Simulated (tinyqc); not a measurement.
Surface potential of a MOS transistor: implicit equation and explicit approximations: one step of the calculation.

p-type body, charge-sheet picture, depletion and inversion only, full ionisation (an idealisation for deep acceptors), Boltzmann statistics (rough once Na exp(x - xn) passes about Nc/7). In units of Vt: xg = (Vg - Vfb)/Vt, x = psi/Vt, G = gamma/sqrt(Vt), xn = (2 phiF + Vc)/Vt. The implicit equation is (xg - x)^2 = G^2 [x - 1 + exp(x - xn)] for x above about 3. Cox = eps0 eox/tox.

Problem. Scales. ni = sqrt(Nc Nv) exp(-Eg/(2 Vt)), Eg in volts; phiF = Vt ln(Na/ni); gamma = sqrt(2 q eps0 eps_r Na)/Cox; VT = Vfb + Vt (xn + G sqrt(xn - 1)).

Inputs (values chosen for the exercise); band and dielectric values close to those of silicon:
```
symbol,value,unit,meaning
T,300,K,temperature
Eg,1.11,eV,band gap
eps_r,11.8,,relative permittivity
Nc,2.76e19,cm^-3,conduction-band density of states at T
Nv,2.67e19,cm^-3,valence-band density of states at T
eox,24.6,,relative permittivity of the gate insulator (close to zirconium oxide)
tox,72,nm,insulator thickness
Na,6.8e17,cm^-3,acceptor density
Vfb,-0.74,V,flat-band voltage
Vc,1,V,channel-body voltage
Vg,3.79,V,gate-body voltage
```

Constants: q = 1.602176634e-19 C, kB = 1.380649e-23 J/K, Vt = kB T/q, eps0 = 8.8541878128e-14 F/cm where lengths are in cm. Results are converted to the units shown.

Wanted: phiF; gamma; G; xn; VT; xg.

Solution.

phiF = 0.4597 V
gamma = 1.577 V^0.5
G = 9.809
xn = 74.24
VT = 3.350 V
xg = 175.2

Range of the model: The electron quasi-Fermi level lies less than 2 Vt below the band edge at the surface, or above it, where degeneracy and confinement, left out, matter.

tinyqc, about 0.01 s, one thread, Intel Xeon 2.30GHz (shared host): `OMP_NUM_THREADS=1 python tinyqc.py 2122196 2122197 out.jsonl`
